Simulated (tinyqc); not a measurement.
A six-terminal Hall bar with edge channels and a constriction, Landauer-Buettiker equations: one step of the calculation.

Contacts 1 (source) and 4 (drain) end the bar; 2 and 3 lie on the upper edge, 6 and 5 on the lower edge, with a constriction between 2 and 3 (and between 6 and 5). Carriers run 1 to 2 to 3 to 4 to 5 to 6 to 1 in M channels. The constriction passes Tc from 2 to 3 and from 5 to 6, and turns M - Tc from 2 to 6 and from 5 to 3. Signs are those of positive carriers; V4 = 0.

Task. Resistances. R(a,b) = (V_a - V_b)/I.

Inputs (values chosen for the exercise):
- Tc = 4.04 (summed transmission of the constriction)
- I = 5 nA (current from contact 1 to contact 4)

V, contact 1 to 6 (uV): 31.946544  31.946544  25.812807  0.000000  0.000000  6.133736

Give: resistances.

Result.

resistances (kohm): R(1,4) 6.389, R(2,3) 1.227, R(2,6) 5.163, R(2,5) 6.389, R(3,6) 3.936

In units of h/q^2: R(1,4) = R(2,5) = 1/Tc, R(2,3) = 1/Tc - 1/M, R(2,6) = 1/M, R(3,6) = 2/M - 1/Tc.

Numbers from tinyqc (`OMP_NUM_THREADS=1 python tinyqc.py 2700009 2700010 out.jsonl`; about 0.01 s on one thread of a shared Intel Xeon 2.30GHz).
